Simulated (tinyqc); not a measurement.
Thermal resistances of a two-die stack.

Problem. Heat leaves through the lower die only, and the system is linear. Find the resistance R1 from the lower die to the coolant, R2 between the dies, and the rise of the upper die when both are powered.

Parameters, values chosen for the exercise:
```
symbol,value,unit,meaning
P1,42,W,power of the lower die
P2,4.5,W,power of the upper die
```

rises of the lower and upper die with only the lower one powered (K): [11.34, 11.34]
rises of the lower and upper die with only the upper one powered (K): [1.215, 1.845]

Solution. With only the lower die powered no heat crosses R2, so both dies rise by P1 R1; the difference in the second test is P2 R2; rises add.

R1 = 0.2700 K/W
R2 = 0.1400 K/W
rise of the upper die = 13.19 K

Numbers from tinyqc (`OMP_NUM_THREADS=1 python tinyqc.py 2162216 2162217 out.jsonl`; about 0.02 s on one thread of a shared Intel Xeon 2.30GHz).
